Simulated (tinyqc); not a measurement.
# Transistor under a ferroelectric capacitor (negative capacitance), static model: effect of the remanent polarisation

A ferroelectric film of thickness tf lies between the gate and an inner metal at potential v, which drives an ordinary transistor. One domain, P = Q (background permittivity neglected): Vg = v + tf (2 al Q + 4 be Q^3), al = -3 sqrt(3) Ec/(4 Pr), be = 3 sqrt(3) Ec/(8 Pr^3). Gate charge Q(v) = Qi + Cp v with the channel charge Qi = Cox n Vt ln(1 + exp((v - VT)/(n Vt))). Q in uC/cm^2, E in kV/cm; 1 nm times 1 kV/cm is 1e-4 V. Domains, leakage and the switching time are left out.

C = dQ/dv = Cox/(1 + exp(-(v - VT)/(n Vt))) + Cp; dVg/dv = 1 + C tf (2 al + 12 be Q^2); gain = dv/dVg. The largest gain is taken over -0.3 V < v < 2.5 V, tc is the thickness at which dVg/dv first touches zero, the swing is n Vt ln 10 (1 + 2 al tf Cp), v solves Vg(v) = Vg, and the last column compares Qi(v) with Qi(Vg) of the transistor without the film.

Values chosen for this exercise; Pr and Ec close to those of hafnium oxide based films: temperature T = 250 K; coercive field Ec = 1500 kV/cm; capacitance of the inner oxide Cox = 2.7 uF/cm^2; overlap capacitance per gate area Cp = 1.1 uF/cm^2; threshold of the inner transistor VT = 0.26 V; subthreshold factor of the inner transistor n = 1.26; ferroelectric thickness tf = 3.2 nm; gate voltage Vg = 0.22 V.

Constants: q = 1.602176634e-19 C, kB = 1.380649e-23 J/K, Vt = kB T/q. Results are converted to the units shown.

Result of one run:

| tc (nm) | largest gain | swing (mV/decade) | v at Vg (V) | Qi with/without film |
|---|---|---|---|---|
| 16.30 | 1.244 | 58.93 | 0.2347 | 1.608 |

Which remanent polarisation Pr gave this result: 6.3, 7.8, 15, 19 or 24 uC/cm^2?

Pr = 24 uC/cm^2.

The whole series:

| Pr (uC/cm^2) | tc (nm) | largest gain | swing (mV/decade) | v at Vg (V) | Qi with/without film |
|---|---|---|---|---|---|
| 5 | 3.630 | 8.434 | 45.35 | 0.5075 | 44.20 |
| 6.3 | 4.475 | 3.511 | 48.89 | 0.3282 | 12.56 |
| 7.8 | 5.460 | 2.416 | 51.51 | 0.2844 | 6.008 |
| 9.8 | 6.785 | 1.892 | 53.75 | 0.2641 | 3.741 |
| 12 | 8.251 | 1.634 | 55.36 | 0.2533 | 2.802 |
| 15 | 10.26 | 1.453 | 56.79 | 0.2452 | 2.217 |
| 19 | 12.94 | 1.329 | 57.99 | 0.2391 | 1.844 |
| 24 | 16.30 | 1.244 | 58.93 | 0.2347 | 1.608 |

As Pr goes from 5 to 24 uC/cm^2, the largest gain falls from 8.43 to 1.24, the swing rises from 45.4 to 58.9 mV a decade and tc rises from 3.63 to 16.3 nm. At Pr = 5 uC/cm^2 the gain relies on a single-domain state close to the fold, which domains would spoil.

Numbers from tinyqc (`OMP_NUM_THREADS=1 python tinyqc.py 2860002 2860003 out.jsonl`; about 0.02 s on one thread of a shared Intel Xeon 2.30GHz).
